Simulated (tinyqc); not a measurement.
From results back to parameters: Lorentz oscillators and the Kramers-Kronig relations. Four cases, with inputs chosen for the exercise.

Problem. At normal incidence from vacuum the amplitude r = (1 - N)/(1 + N) with N = n + i k is written r = -sqrt(R) exp(i theta). R and the phase theta are given.

Find: n; k; eps1; eps2.

Method. N = (1 - r)/(1 + r) = (1 + sqrt(R) exp(i theta))/(1 - sqrt(R) exp(i theta)); eps = N^2.

Case 1.

R = 0.874510
theta = 0.898647 rad

Solution.

n = 0.177
k = 2.061
eps1 = -4.22
eps2 = 0.73

Case 2.

R = 0.259986
theta = 1.705554 rad

Solution.

n = 0.530
k = 0.723
eps1 = -0.24
eps2 = 0.77

Case 3.

R = 0.555854
theta = 0.471237 rad

Solution.

n = 1.954
k = 2.979
eps1 = -5.05
eps2 = 11.64

Case 4.

R = 0.186305
theta = 0.641652 rad

Solution.

n = 1.645
k = 1.044
eps1 = 1.61
eps2 = 3.44

Computed by tinyqc, one run a case: `OMP_NUM_THREADS=1 python tinyqc.py N N+1 out.jsonl` with N = 1651177, 1651191, 1651210, 1651234; one thread of a shared Intel(R) Xeon(R) Processor @ 2.30GHz, about 0.2 s a run at most.
